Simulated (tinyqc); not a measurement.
## Thermionic-field emission through a Schottky barrier, WKB: effect of temperature

Metal on an n-type semiconductor with one parabolic valley; V > 0 is forward bias (metal positive). Energies E are counted from the conduction edge of the neutral semiconductor, whose Fermi level lies at -xi; that of the metal lies at -xi - V. The barrier is a parabola of height Vd = phi - xi - V (depletion approximation, no image force).

Nc = 2 (2 pi me m0 kB T/h^2)^1.5 (times 1e-6 for cm^-3); Nd = Nc F12(-xi/Vt), F12(x) = (2/sqrt(pi)) int_0^infinity sqrt(u)/(1 + exp(u - x)) du; E00 = (hbar/2) sqrt(Nd/(me m0 eps0 eps_r)) in SI units (volts). For E < Vd, ln T(E) = -(Vd/E00) [sqrt(1 - y) - y ln((1 + sqrt(1 - y))/sqrt(y))], y = E/Vd; T(E) = 1 above. J = A* T (q/kB) int_0^infinity T(E) N(E) dE, N = ln[(1 + exp((-xi - E)/Vt))/(1 + exp((-xi - V - E)/Vt))], A* = 4 pi q me m0 kB^2/h^3 (times 1e-4 for A/(cm^2 K^2)). The integral is converged to the digits shown; the share over the barrier is that of E > Vd, and 0 means below 1e-6 %. phi is held fixed. By a common rule of thumb, E00/Vt below 0.5 marks thermionic emission, 0.5 to 5 thermionic-field emission and above 5 field emission.

Values chosen for this exercise; band and dielectric values close to those of gallium arsenide: electron mass me = 0.0657 m0; relative permittivity eps_r = 12.9; barrier height seen from the metal phi = 0.94 eV; donor density Nd = 3.2e17 cm^-3; bias V = 0.17 V.

Constants: q = 1.602176634e-19 C, kB = 1.380649e-23 J/K, eps0 = 8.8541878128e-12 F/m, hbar = 1.054571817e-34 J s, h = 6.62607015e-34 J s, m0 = 9.1093837015e-31 kg, Vt = kB T/q. Results are converted to the units shown.

Result of one run:

| E00/Vt | J (A/cm^2) | share over the barrier (%) | mean E/Vd |
|---|---|---|---|
| 0.6619 | 4.260e-11 | 0.0293 | 0.6637 |

Which temperature T gave this result: 60, 100, 150, 200 or 250 K?

T = 200 K.

The whole series:

| T (K) | E00/Vt | J (A/cm^2) | share over the barrier (%) | mean E/Vd |
|---|---|---|---|---|
| 60 | 2.206 | 1.168e-22 | 0 | 0.07053 |
| 100 | 1.324 | 1.316e-19 | 0 | 0.2576 |
| 150 | 0.8826 | 6.607e-15 | 3.62e-5 | 0.5042 |
| 200 | 0.6619 | 4.260e-11 | 0.0293 | 0.6637 |
| 250 | 0.5296 | 2.855e-8 | 0.519 | 0.7593 |
| 300 | 0.4413 | 3.638e-6 | 2.26 | 0.8182 |
| 400 | 0.3310 | 0.002665 | 9.36 | 0.8844 |
| 500 | 0.2648 | 0.1837 | 18.3 | 0.9222 |

J rises from 1.17e-22 to 0.184 A/cm^2, and the mean E/Vd rises from 0.0705 to 0.922, as E00/Vt falls from 2.21 (thermionic-field emission) to 0.265 (thermionic emission). Between the first two rows J changes by a factor of 1130, between the last two by 68.9.

Range of the model: The depletion approximation, a parabolic band and the neglect of image-force lowering make these currents estimates at high doping.

Program tinyqc, `OMP_NUM_THREADS=1 python tinyqc.py 2640002 2640003 out.jsonl`; Intel Xeon 2.30GHz, shared host, one thread, about 0.01 s.
